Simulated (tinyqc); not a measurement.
Tunnelling through a two-layer gate stack, WKB transmission and Tsu-Esaki current: two steps of the calculation.

Electrons leave the emitter at x = 0. Energies E (motion across the layers) are in eV from the emitter Fermi level; the collector Fermi level lies at -V and offers states at every E. No charge in the dielectric and no image force: F1 = V/(t1 + t2 eps1/eps2), F2 = F1 eps1/eps2; U = phi1 - F1 x in layer 1 and phi2 - F1 t1 - F2 (x - t1) in layer 2. With C = hbar^2/(2 m0), kappa = sqrt(m (U - E)/C) where U > E and 0 elsewhere; T(E) = exp(-S), S = 2 times the integral of kappa over x.

Parameters, values chosen for the exercise; layer 1 close to silicon nitride, layer 2 close to zirconium oxide:
- phi1 = 2.06 eV (barrier of layer 1 above the emitter Fermi level at zero bias)
- m1 = 0.51 m0 (tunnelling mass of layer 1)
- t1 = 0.9 nm (thickness of layer 1)
- eps1 = 7.15 (relative permittivity of layer 1)
- phi2 = 1.47 eV (barrier of layer 2 at zero bias)
- m2 = 0.25 m0 (tunnelling mass of layer 2)
- t2 = 3.3 nm (thickness of layer 2)
- eps2 = 25.7 (relative permittivity of layer 2)
- V = 1.2 V (voltage across the dielectric)
- E = 0 eV (energy of the electron followed)
- nc = 6 (cells in each layer)

Constants: q = 1.602176634e-19 C, hbar = 1.054571817e-34 J s, m0 = 9.1093837015e-31 kg, hbar^2/(2 m0) = 0.0380998212 eV nm^2. Results are converted to the units shown.

Question 1. WKB exponent by the midpoint rule. Cut each layer into nc equal cells, take U and kappa at the cell centres, and sum S = 2 sum kappa h.

Find: x; U; kappa; S; T(E).

Answer 1.

```
cell  x (nm)  U (eV)  kappa (1/nm)
0     0.0750  2.0105        5.1877
1     0.2250  1.9115        5.0584
2     0.3750  1.8125        4.9256
3     0.5250  1.7135        4.7892
4     0.6750  1.6145        4.6488
5     0.8250  1.5155        4.5040
6     1.1750  0.8255        2.3273
7     1.7250  0.7245        2.1803
8     2.2750  0.6235        2.0227
9     2.8250  0.5225        1.8516
10    3.3750  0.4215        1.6630
11    3.9250  0.3205        1.4502
```

S = 21.379
T(E) = 5.1919e-10

Question 2. WKB exponent in closed form. Each layer adds (2/F) sqrt(m/C) [G(u at its left edge) - G(u at its right edge)] to S, with u = U - E (0 where negative) and G(u) = (2/3) u^1.5. The slope follows from 1/d = -dS/dE.

Wanted: S; T(E); energy d over which T(E) grows by a factor e.

Answer 2.

S = 21.37
T(E) = 5.220e-10
energy d over which T(E) grows by a factor e = 0.07090 eV

The midpoint rule gives S = 21.379, so its T(E) is 0.53 % below this value. The band edge stays above E through the whole stack: direct tunnelling through a trapezoid.

Numbers from tinyqc (`OMP_NUM_THREADS=1 python tinyqc.py 2540001 2540002 out.jsonl`; about 0.04 s on one thread of a shared Intel Xeon 2.30GHz).
